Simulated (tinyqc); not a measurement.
Inside a calculation. Method: plane-wave Kohn-Sham cycle with exchange-only LDA in a layered model solid. One step of it, computed by the program tinyqc.

Task: Iteration 2: potential. V_H(G) = 4 pi rho(G)/G^2 for G != 0 (uniform background); v_x = -(3 rho/pi)^(1/3); V = V_ext + V_H + v_x; Fourier components f(G_m) = (1/N) sum_j f(x_j) exp(-i G_m x_j).

A solid whose potential varies along x alone (atomic units):
```
parameter                      value
period a                    6.600000
cross-section of the cell  16.000000
electrons per cell                 2
grid points                       16
plane waves -n..n, n               3
k points                           3
V1 in V1 cos(2 pi x/a)     -0.150000
```

density after iteration 1 (e/bohr^3): [0.03241134, 0.03100617, 0.02726402, 0.02233168, 0.01743716, 0.01341806, 0.01060832, 0.00900166, 0.00848482, 0.00900166, 0.01060832, 0.01341806, 0.01743716, 0.02233168, 0.02726402, 0.03100617]

Give: Potentials on the grid; V(G_m), m = 0, 1, 2, ....

Result:

Potentials on the grid (hartree):
```
x       V_ext     V_H     v_x       V
0.000  -0.150   0.170  -0.314  -0.294
0.412  -0.139   0.156  -0.309  -0.292
0.825  -0.106   0.116  -0.296  -0.286
1.238  -0.057   0.059  -0.277  -0.276
1.650       0  -0.005  -0.255  -0.261
2.062   0.057  -0.067  -0.234  -0.243
2.475   0.106  -0.116  -0.216  -0.227
2.888   0.139  -0.148  -0.205  -0.215
3.300   0.150  -0.160  -0.201  -0.210
3.712   0.139  -0.148  -0.205  -0.215
4.125   0.106  -0.116  -0.216  -0.227
4.537   0.057  -0.067  -0.234  -0.243
4.950       0  -0.005  -0.255  -0.261
5.362  -0.057   0.059  -0.277  -0.276
5.775  -0.106   0.116  -0.296  -0.286
6.188  -0.139   0.156  -0.309  -0.292
```

V(G_m), m = 0, 1, 2, ... (hartree): [-0.256, -0.021, 0.002, 0.000, 0.000, 0.000, 0.000]
